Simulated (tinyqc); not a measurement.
Worked calculation: five-level k.p model folded onto the conduction band. Values are carried at full precision from step to step, so a last printed digit may differ when a step is redone from the rounded ones.

Second-order sums for the lowest conduction level at E: 1/m = 1 + Cm + (Ep/3)(2/E + 1/(E + Dso)) - (Ep2/3)(2/(E7 + D2 - E) + 1/(E7 - E)); g/2 = 1 + Cg - (Ep/3)(1/E - 1/(E + Dso)) - (Ep2/3)(1/(E7 - E) - 1/(E7 + D2 - E)). E is counted from the top of the valence band; E = Eg at the edge.

Constants: hbar^2/2m0 = 3.80998211 eV angstrom^2.

Inputs chosen for the exercise (near those of GaSb; shifted at random, so the results belong to these values and not to a real crystal): Eg = 0.775 eV (gap at Gamma to the s-like level); Dso = 0.718 eV (spin-orbit splitting); Ep = 27.5 eV (Kane energy); E7 = 3.2 eV (upper Gamma7 conduction level, from the valence top); D2 = 0.35 eV (its spin-orbit splitting, Gamma8 above Gamma7); Ep2 = 3.2 eV (Kane energy to the upper levels); Cm = -3.3 (remote term in 1/m); Cg = -0.02 (remote term in g/2); k = 0.03 1/angstrom (wave vector along z).

## Mass and g factor term by term

Evaluate at E = Eg.

Terms:
```
level           part of 1/m  part of g
free + remote       -2.3000     1.9600
Gamma8 valence      23.6559   -23.6559
Gamma7 valence       6.1398    12.2795
Gamma8 upper        -0.7688     0.7688
Gamma7 upper        -0.4399    -0.8797
```

m = 0.0380 m0
g = -9.527

The valence levels give 29.80 to 1/m and the upper levels take 1.21 away. In g the two valence terms nearly cancel when Dso is small against Eg; here Dso/Eg = 0.93 and they leave -11.376, the upper pair -0.111.

## The matrix at one k

For k along z and one spin sector the level c couples to four states. With c0 = hbar^2/2m0, P = sqrt(Ep c0), P2 = sqrt(Ep2 c0): diagonal Eg + (1 + Cm) c0 k^2 for c, and 0, -Dso, E7 + D2, E7 for lh, so, G8 up, G7 up (their own dispersion is left out); couplings of c: sqrt(2/3) P k to lh, sqrt(1/3) P k to so, sqrt(2/3) P2 k to G8 up, sqrt(1/3) P2 k to G7 up (phases chosen real).

Fill in the matrix.

H (eV), lower triangle:
```
             c  lh        so    G8 up    G7 up
c      0.76711
lh     0.25073   0
so     0.17729   0  -0.71800
G8 up  0.08553   0         0  3.55000
G7 up  0.06048   0         0        0  3.20000
```

## Exact folding onto c

Solve E = H_cc + S(E), S(E) = sum_j H_cj^2/(E - H_jj), from E = H_cc, by plain substitution and by Newton steps on E - H_cc - S(E). The weight of c in the state is Z = 1/(1 - dS/dE). The exact level is the third eigenvalue of H from below.

Iterates (eV):
```
step  substitution   Newton
0          0.76711  0.76711
1          0.86610  0.85528
2          0.85525  0.85622
3          0.85632  0.85622
4          0.85622  0.85622
5          0.85623  0.85622
6          0.85622  0.85622
7          0.85622  0.85622
```

exact level = 0.85622 eV
Z = 0.9090

Substitution multiplies the error by about dS/dE = 1 - 1/Z = -0.100 a step, so it alternates; after 7 steps it is off by 9.8e-09 eV, while Newton is within 1e-5 eV from step 2 on.

## Loewdin series

Expanding E = H_cc + S(E) about Eg in powers of k^2, with s_n = sum_j H_cj^2/(Eg - H_jj)^n: order k^2: e2 = (1 + Cm) c0 k^2 + s1; order k^4: e4 = -s2 e2; order k^6: e6 = s3 e2^2 + s2^2 e2.

Give each order and the partial sums, counted from Eg.

s1 (eV), s2 (no unit), s3 (1/eV); (1 + Cm) c0 k^2 is H_cc - Eg: 0.09802  0.12034  0.14390

e2, e4, e6 (eV): 0.09014  -0.01085  0.00247

partial sums (eV): 0.09014  0.07929  0.08177

The exact value is 0.08122 eV; the errors of the partial sums are +8.91, -1.93 and +0.54 meV.

## Checks

- Curvature of the exact level at small k against the sum for 1/m: both 26.287.

tinyqc: `OMP_NUM_THREADS=1 python tinyqc.py 1081591 1081592 out.jsonl`; about 0.01 s, one thread, shared Intel(R) Xeon(R) Processor @ 2.30GHz.
